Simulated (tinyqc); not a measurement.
Delay unit and parasitic delay from two ring oscillators.

Question. A ring of 11 inverters oscillates at 1/(2 x 11 d), with stage delay d = tau (h + p) for fan-out h. Find tau, p and the delay at fan-out 4.

frequencies of 11-stage ring oscillators with fan-out 2 and 4 (GHz): 3.0005179  1.7264126

Solution. d is a straight line in h with slope tau and intercept tau p.

tau = 5.590 ps
p = 0.7100
delay at fan-out 4 = 26.33 ps

tinyqc, about 0.01 s, one thread, Intel Xeon 2.30GHz (shared host): `OMP_NUM_THREADS=1 python tinyqc.py 2082084 2082085 out.jsonl`
